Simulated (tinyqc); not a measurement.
Self-heating of a transistor with one or more fingers, with temperature-dependent conductivity: one step, computed by the program tinyqc.

N long parallel fingers lie on the top face of a slab whose bottom is held at T_0; the top is otherwise insulated, and heat flows in two dimensions. P in W/mm is 1000 P in W/m.

Question. Linear temperature rise of each finger. theta_i = (P/(pi kappa_0)) [g_0 + sum over j != i of g(|i - j| s)], with equal powers and constant conductivity; thermal resistance = largest theta/P.

Inputs (values chosen for the exercise, modelled on indium phosphide): conductivity at the base temperature kappa_0 = 72 W/(m K); power per gate width P = 0.56 W/mm; fingers N = 3.

Power: fixed power.

own factor g_0 = 8.488295

g(j s), j = 1..7: 3.835289  3.142608  2.737920  2.451323  2.229573  2.048950  1.896803

Give: theta of each finger; largest theta; thermal resistance.

Answer.

theta of each finger (K): 38.290  40.005  38.290

largest theta = 40.005 K

thermal resistance = 71.438 K mm/W

The neighbours supply 47 % of the rise of the hottest finger, which runs 1.7 K above the outer ones.
